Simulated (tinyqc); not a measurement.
Precursor delivery by bubblers, mass-transport growth and the solid composition of a III-V alloy. Changing the group-V flow F_V. Computed by tinyqc, a small Python program. Command: `OMP_NUM_THREADS=1 python tinyqc.py 3000292 3000293 out.jsonl movpe_thermo sweep`. One thread of a shared host (Intel(R) Xeon(R) Processor @ 2.30GHz), about 0.01 s of CPU time with the checks.

1 sccm = 44.615 micromol/min; 1 torr = 133.322 Pa. The sources decompose fully at the surface.

Inputs (values chosen for the exercise, modelled on triethylgallium (source 1) and trimethylindium (source 2) for the vapour pressures):
```
quantity,value,unit
bath temperature T1,296,K
bath temperature T2,303,K
bubbler pressure p_b,1400,torr
carrier flow F1,170,sccm
carrier flow F2,90,sccm
total flow F_t,8.1,slm
reactor pressure p,760,torr
growth temperature T,1050,K
diffusivity at 273 K and 760 torr,0.35,cm^2/s
flow cross-section A,59,cm^2
distance from the leading edge z,15,cm
lattice constant a,5.89,angstrom
interaction L0 of the solid,15,kJ/mol
"log10 of p_B,eq over pure BC at 1000 K and 1 torr of group V (exaggerated: liquid indium has about -4.1)",-2.9,log10 torr
enthalpy of that equilibrium H,392,kJ/mol
```

Alloy: mixing on the group-III sites, with desorption of B.

constants a, b of source 1 (log10 torr, K): [8.054, 2162]

constants a, b of source 2 (log10 torr, K): [10.48, 3014]

Constants: k_B = 1.380649e-23 J/K; R = 8.314462618 J/(mol K).

Method:
- log10 p_v = a - b/T_bath; molar flow = F x 44.615 x p_v/(p_b - p_v) for a saturated bubbler.
- p_i = p n_i/(44615 F_t), F_t in slm; p_V = p F_V/(1000 F_t), counted per molecule supplied; V/III = 44.615 F_V/(n1 + n2); vapour fraction of source 2 = n2/(n1 + n2).
- Mean velocity u = (F_t/A)(760/p)(T/273); D = D0 (T/273)^1.75 (760/p); boundary layer delta = sqrt(pi D z/u); flux = D dp/(delta k_B T); growth rate = flux x a^3/4.
- A sticks fully. B desorbs: its surface pressure is p_B* = x gamma_B K/sqrt(p_V), ln gamma_B = L0 (1 - x)^2/(R T), K = 10^(log10 K at 1000 K) exp[-(H/R)(1/T - 1/1000)], p_V in torr. With equal diffusivities x = (p_2 - p_B*)/(p_1 + p_2 - p_B*). Growth rate = rate per torr x p_1/(1 - x).

One run for each value:
```
group-V flow F_V (sccm),solid fraction x,"share of B incorporated, 1 - p_B*/p_2",V/III ratio
43,0.2090,0.8243,47
82,0.2182,0.8704,91
160,0.2251,0.9060,177
300,0.2298,0.9308,331
570,0.2334,0.9495,630
1100,0.2360,0.9635,1215
2100,0.2379,0.9735,2320
3900,0.2392,0.9805,4308
```

Over the rows, solid fraction x rises from 0.209 to 0.239 (exponent d ln y / d ln x 0.066 between the first rows and 0.0088 between the last); share of B incorporated, 1 - p_B*/p_2 rises from 0.824 to 0.981 (exponent d ln y / d ln x 0.084 between the first rows and 0.012 between the last); V/III ratio rises from 47.5 to 4310 (exponent d ln y / d ln x about 1.00 throughout). More group V lowers the equilibrium pressure of B as p_V^(-1/2) and so holds more B in the solid.

Caution (all rows): the boundary layer is a quarter or more of the root of the cross-section, so it fills much of the channel and depletion along the flow matters.

Extremes, crossings and ranges named in words are read from the listed rows.
